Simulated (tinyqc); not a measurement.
Inside a calculation. Model: lateral field, substrate current, probability of reaching the oxide barrier and hot-carrier lifetime of a silicon transistor (pseudo-two-dimensional and lucky-electron models). Computed by tinyqc, a small Python program that keeps every step. Command: `OMP_NUM_THREADS=1 python tinyqc.py 3005203 3005204 out.jsonl hotcar walk`. One thread of a shared host (Intel(R) Xeon(R) Processor @ 2.30GHz), about 0.01 s of CPU time with the checks. Intermediate numbers are printed to about 6 digits and carried at full precision; extremes and crossings named in words are read from the listed rows.

Local-field models: a lucky carrier gains its energy at the peak field over a path free of collisions. Voltages are magnitudes.

Inputs (values chosen for the exercise, modelled on a silicon p-channel):
```
quantity                                value                      unit
channel length L                          500                        nm
oxide thickness t                          13                        nm
junction depth x_j                        100                        nm
mobility mu                               130                cm^2/(V s)
saturation velocity v_s                  0.75                  1e7 cm/s
threshold voltage V_T                     0.6                         V
gate voltage V_G                          2.2                         V
drain voltage V_D                           6                         V
ionisation prefactor A_i              8.1e+06                      1/cm
ionisation field B_i                     3.81                     MV/cm
hot-carrier mean free path lambda         5.3                        nm
oxide barrier phi_b                       4.6                        eV
interface-trap threshold phi_it           4.6                        eV
lifetime constant H                      2000  s microampere/micrometre
length of the depleted extension L_n       41                        nm
```

Drain: lightly doped extension.

Constants: eps_0 = 8.8541878128e-12 F/m.

## Saturation point and current

C_ox = 3.9 eps_0/t; F_sat = 2 v_s/mu; V_Dsat = V_ov F_sat L/(V_ov + F_sat L), V_ov = V_G - V_T; I_D/W = C_ox v_s (V_ov - V_Dsat).

F_sat = 115.385 kV/cm

V_Dsat = 1.25261 V

drain current I_D/W = 69.2068 microampere/micrometre

## Peak lateral field

Scale length l = 0.22 t^(1/3) x_j^(1/2) (all in cm); F_m = sqrt(((V_D - V_Dsat)/l_e)^2 + F_sat^2), with l_e = l + L_n; length of the velocity-saturated region l_e ln((V_D - V_Dsat)/(l_e F_sat) + F_m/F_sat).

scale length l = 75.9283 nm

peak field F_m = 422.086 kV/cm

velocity-saturated length = 230.449 nm

energy gained over one free path, e lambda F_m = 0.223706 eV

The field rises from F_sat to F_m as cosh(x/l_e), a factor 3.7, over 46 % of L. Caution: the empirical formula for l was fitted to oxides of about 15 nm or more; for thinner ones it is an extrapolation.

## Hot-carrier currents and lifetime

Substrate current I_sub/I_D = (A_i/B_i)(V_D - V_Dsat) exp(-B_i/F_m); probability of reaching the oxide barrier exp(-phi_b/(e lambda F_m)); lifetime tau = (H/(I_D/W)) exp(phi_it/(e lambda F_m)).

I_sub/I_D = 0.00121287

substrate current I_sub/W = 0.0839389 microampere/micrometre

probability of reaching phi_b = 1.17413e-09

lifetime tau = 2.46131e+10 s

exponent m = phi_it/(e lambda B_i) = 2.27802

Since both exponentials depend on 1/F_m, tau I_D scales about as (I_sub/I_D)^(-m) with m = 2.28, which lets I_sub serve as the monitor. The lifetime is 78.0 times ten years (3.156e8 s).

## Substrate current against gate voltage

The formulas are those given above.

At the given drain voltage:
```
V_G (V)  V_Dsat (V)  I_D/W (microampere/micrometre)  F_m (kV/cm)  I_sub/W (microampere/micrometre)      tau (s)
0.9         0.28517                           2.954      502.182                         0.0181994  2.17037e+10
1.2         0.54348                          11.260      480.709                         0.0471945  1.23230e+10
1.7         0.92385                          35.092      449.197                         0.0784698  1.40322e+10
2.3         1.31308                          77.082      417.114                         0.0828838  2.82367e+10
3.0         1.69492                         140.466      385.838                         0.0661652  8.36950e+10
3.9         2.09924                         239.215      352.994                         0.0407368  3.98541e+11
4.8         2.43056                         352.507      326.346                         0.0227545  2.01375e+12
5.7         2.70701                         476.730      304.346                         0.0122078  1.01824e+13
6.6         2.94118                         609.376      285.915                         0.0064676  5.00744e+13
```

I_sub peaks at V_G = 2.3 V, 0.38 V_D: a higher gate voltage brings more carriers but raises V_Dsat and so lowers F_m. The shortest lifetime among the rows lies at V_G = 1.2 V, below that of the largest I_sub, since tau depends more steeply on the field.

## Extrapolating accelerated tests

V_10 solves tau = 3.156e8 s at the given V_G. The extrapolation fits ln(tau) against 1/V_D at 1, 1.08, 1.16 and 1.25 times the given V_D (rounded to 3 digits) by least squares and reads off the same tau.

Stress points:
```
V_D (V)  1/V_D (1/V)      tau (s)
6.00        0.166667  2.46131e+10
6.48        0.154321  4.21479e+09
6.96        0.143678  9.46432e+08
7.50        0.133333  2.27380e+08
```

ten-year drain voltage V_10 = 7.36766 V

V_10 from the 1/V_D extrapolation = 7.36533 V

The extrapolation is 2 mV below the true value.

Checks made by the program: voltage drop as the integral of F_sat cosh(x/l_e) over the saturated length (relative difference below 1e-10).
